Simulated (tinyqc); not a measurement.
Inside a calculation. Method: lattice vibrations of a chain. Computed by tinyqc, a small Python program that keeps every step. Command: `OMP_NUM_THREADS=1 python tinyqc.py 22742 22743 out.jsonl` (the two numbers bound the seeds that draw the settings). One thread of a shared host (Intel(R) Xeon(R) Processor @ 2.60GHz), about 0.01 s of CPU time with the checks.

## Dynamical matrix at q = 0.03

A chain moving along its axis:
```
atom                mass (u)  spring to the next atom (eV/angstrom^2)
1                  103.00000                                 19.00000
2                   36.50000                                 14.80000
second neighbours          -                                  2.00000
```

q is in units of 2 pi/a. A spring k from atom i to atom j, n cells on, adds k to Phi_ii and Phi_jj, -k exp(2 pi i q n) to Phi_ij and the conjugate to Phi_ji (for one atom a cell: 2k (1 - cos 2 pi q n)); D_ij = Phi_ij / sqrt(m_i m_j).

D(q) (eV/(angstrom^2 u)):
```
[[0.32884, -0.54698+0.04523i],
 [-0.54698-0.04523i, 0.92797]]
```

## Frequencies

omega^2 are the eigenvalues; wavenumber = 521.4708 sqrt(eigenvalue) 1/cm.

eigenvalues: [0.00313, 1.25368]

wavenumbers (1/cm): [29.2, 583.9]

weights |e|^2 of the mass-weighted modes, order atom 1, atom 2:
```
[[0.73954, 0.26046],
 [0.26046, 0.73954]]
```

## Dispersion and heat capacity

C/k_B per atom = mean over q = (j + 1/2)/80, j = 0..39 and all branches of y^2 e^y/(e^y - 1)^2, y = hc wavenumber / k_B T.

Wavenumbers (1/cm):
```
q         branch 1   branch 2
0.00000    0.00000  583.99675
0.06250   60.56231  583.48670
0.12500  119.36544  581.91547
0.18750  174.64434  579.19530
0.25000  224.59680  575.29965
0.31250  267.30447  570.44483
0.37500  300.61530  565.31720
0.43750  322.12381  561.19387
0.50000  329.61444  559.57925
```

Heat capacity:
```
T (K)  C/k_B per atom
20            0.04726
50            0.12328
100           0.26987
200           0.54892
300           0.72990
600           0.91584
1200          0.97763
```

zero-point energy per atom = 24.12979 meV
